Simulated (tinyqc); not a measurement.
Reverse leakage of an n+-p junction: diffusion, generation, trap-assisted and band-to-band tunnelling: one step of the calculation.

One-sided abrupt junction in the depletion approximation, x from the junction (0) to W on the p side, field F = F0 (1 - x/W). Flat quasi-Fermi levels, long p side. Traps generate through SRH with both lifetimes shortened by 1 + Gamma (Hurkx enhancement, form for moderate fields); band-to-band generation is local and needs a total bending above Eg.

Task. Generation rates across the layer. u = (Vbi + VR)(1 - x/W)^2, p = Na exp(-u/Vt), n = Nd exp((u - Vbi - VR)/Vt); G0 = ni^2 (1 - exp(-VR/Vt))/(tau (n + p + 2 ni cosh(Et/Vt))); Gamma = 2 sqrt(3 pi)(F/FG) exp((F/FG)^2); trap-assisted part G0 Gamma; G_bb = Ab F^2.5 exp(-Bb/F) with F in V/cm, zero unless Vbi + VR > Eg. 12 equal steps.

Parameters, values chosen for the exercise; band and dielectric values close to those of silicon:
- T = 400 K (temperature)
- Eg = 1.13 eV (band gap)
- Na = 5.8e17 cm^-3 (acceptor density of the lighter side)
- Nd = 1e19 cm^-3 (donor density of the heavier side)
- tau = 4e-6 s (SRH lifetime of both carriers at zero field)
- Et = 0 eV (trap level above the intrinsic level)
- Ab = 2.7e14 cm^-0.5 V^-2.5 s^-1 (band-to-band prefactor)
- Bb = 1.89e7 V/cm (band-to-band field constant)
- VR = 2.4 V (reverse bias)

Constants: q = 1.602176634e-19 C, kB = 1.380649e-23 J/K, Vt = kB T/q. Results are converted to the units shown.

ni = 3.1828412e12 cm^-3
Vbi = 0.93319965 V
W = 86.574868 nm
F0 = 770.01553 kV/cm
FG = 556.39612 kV/cm

Wanted: x; F; Gamma; G0; G0 Gamma; G_bb.

Result.

x, point 0 to 12 (nm): [0.00, 7.21, 14.43, 21.64, 28.86, 36.07, 43.29, 50.50, 57.72, 64.93, 72.15, 79.36, 86.57]
F, point 0 to 12 (kV/cm): [770.0, 705.8, 641.7, 577.5, 513.3, 449.2, 385.0, 320.8, 256.7, 192.5, 128.3, 64.2, 0.0]
Gamma, point 0 to 12: [57.69, 38.94, 26.78, 18.72, 13.27, 9.511, 6.858, 4.937, 3.504, 2.394, 1.494, 0.7176, 0]
G0, point 0 to 12 (cm^-3 s^-1): [2.533e11, 3.042e17, 3.979e17, 3.979e17, 3.979e17, 3.979e17, 3.979e17, 3.960e17, 1.342e17, 1.832e15, 6.407e13, 8.546e12, 4.367e12]
G0 Gamma, point 0 to 12 (cm^-3 s^-1): [1.461e13, 1.185e19, 1.065e19, 7.446e18, 5.280e18, 3.784e18, 2.728e18, 1.955e18, 4.702e17, 4.387e15, 9.569e13, 6.133e12, 0]
G_bb, point 0 to 12 (in units of 1e18 cm^-3 s^-1): [3.075, 0.266, 0.014, 0.000, 0.000, 0.000, 0.000, 0.000, 0.000, 0.000, 0.000, 0.000, 0.000]

tinyqc, about 0.01 s, one thread, Intel Xeon 2.30GHz (shared host): `OMP_NUM_THREADS=1 python tinyqc.py 2290070 2290071 out.jsonl`
